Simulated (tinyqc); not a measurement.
Inputs raised by 5 %, one at a time: thermal stress, cracking, delamination and buckling of a thin film; Griffith cracks and misfitting inclusions. Computed by tinyqc, a small Python program. Command: `OMP_NUM_THREADS=1 python tinyqc.py 3026457 3026458 out.jsonl filmcrack sens`. One thread of a shared host (Intel(R) Xeon(R) Processor @ 2.30GHz), about 0.01 s of CPU time with the checks.

Isotropic linear elasticity; the substrate is much thicker than the film; stress is positive in tension.

Inputs (values chosen for the exercise, modelled on a porous low-k oxide on silicon): film Young's modulus E = 8.33 GPa; film Poisson ratio nu = 0.26; film expansion alpha_f = 12.4 1e-6/K; substrate expansion alpha_s = 3.4 1e-6/K; deposition temperature T_d = 600 K; final temperature T = 300 K; intrinsic stress = 11 MPa; film thickness h = 1.4 micrometre; film toughness Gamma_f = 1.53 J/m^2; interface toughness Gamma_i = 1.4 J/m^2; substrate Young's modulus E_s = 146 GPa; substrate Poisson ratio nu_s = 0.28; inclusion radius R = 0.41 micrometre.

Inclusion: sphere.

Method:
- Thermal strain = (alpha_f - alpha_s)(T_d - T); stress = E/(1 - nu) x strain + intrinsic stress; plane-strain modulus Ebar = E/(1 - nu^2); G0 = stress^2 h/(2 Ebar) is the energy freed per area when a long strip loses its stress across its width.
- Dundurs alpha = (Ebar - Ebar_s)/(Ebar + Ebar_s), with Ebar_s = E_s/(1 - nu_s^2). The channel-crack factor is taken as g = 1.258 (1 - alpha)^(-0.7), a rough interpolation chosen for the exercise (1.258 is the value for matched materials).
- Channel crack through the film: G = pi g G0, critical thickness where G = Gamma_f. Steady delamination from an edge: G = G0, critical thickness where G = Gamma_i.
- Film material fills a sphere of radius R in the substrate, with the misfit e = thermal strain (it wants to shrink if e > 0). Radial stress at the wall s0 = e/[(1 - 2 nu)/E + (1 + nu_s)/(2 E_s)]; inside it is uniform and hydrostatic; outside s_rr = s0 (R/r)^3, s_tt = -s_rr/2. Keep-out radius: where |s_rr| falls to 10 MPa (R if it is lower at the wall).

Runs; columns: (1) input moved; (2) from; (3) to; (4) G0 (J/m^2); (5) critical thickness for delamination (micrometre); (6) radial stress at the wall s0 (MPa); (7) keep-out radius (micrometre):
```
(1)                                   (2)     (3)      (4)     (5)     (6)      (7)
base run                                -       -  0.13425  14.600  43.544  0.66951
film Young's modulus E (GPa)         8.33  8.7465  0.13742  14.263  45.560  0.67969
deposition temperature T_d (K)        600     630  0.15469  12.671  47.898  0.69113
intrinsic stress (MPa)                 11   11.55  0.13784  14.219  43.544  0.66951
film thickness h (micrometre)         1.4    1.47  0.14096  14.600  43.544  0.66951
film toughness Gamma_f (J/m^2)       1.53  1.6065  0.13425  14.600  43.544  0.66951
substrate Young's modulus E_s (GPa)   146   153.3  0.13425  14.600  43.691  0.67027
inclusion radius R (micrometre)      0.41  0.4305  0.13425  14.600  43.544  0.70299
```

Exponents ln(y'/y) / ln(x'/x):
```
input                             G0  critical thickness for delamination  radial stress at the wall s0  keep-out radius
film Young's modulus E         0.478                               -0.478                         0.928            0.309
deposition temperature T_d     2.904                               -2.904                         1.953            0.651
intrinsic stress               0.541                               -0.541                         0.000            0.000
film thickness h               1.000                                0.000                         0.000            0.000
film toughness Gamma_f         0.000                                0.000                         0.000            0.000
substrate Young's modulus E_s  0.000                                0.000                         0.069            0.023
inclusion radius R             0.000                                0.000                         0.000            1.000
```

Among the inputs moved here: G0 answers most in size to deposition temperature T_d (exponent +2.904), next to film thickness h (+1.000); its exponent is below 0.0005 for film toughness Gamma_f, substrate Young's modulus E_s, inclusion radius R. Its exponent +1.000 in film thickness h: stored energy per area. Critical thickness for delamination answers most in size to deposition temperature T_d (exponent -2.904), next to intrinsic stress (-0.541); its exponent is below 0.0005 for film thickness h, film toughness Gamma_f, substrate Young's modulus E_s, inclusion radius R. radial stress at the wall s0 answers most in size to deposition temperature T_d (exponent +1.953), next to film Young's modulus E (+0.928); its exponent is below 0.0005 for intrinsic stress, film thickness h, film toughness Gamma_f, inclusion radius R. keep-out radius answers most in size to inclusion radius R (exponent +1.000), next to deposition temperature T_d (+0.651); its exponent is below 0.0005 for intrinsic stress, film thickness h, film toughness Gamma_f. Its exponent +1.000 in inclusion radius R: the field scales with r/R.

Caution (all rows): at a stress above 0.4 % of E a ductile film would yield, and the elastic value is then an upper bound; a brittle film in tension cracks instead.
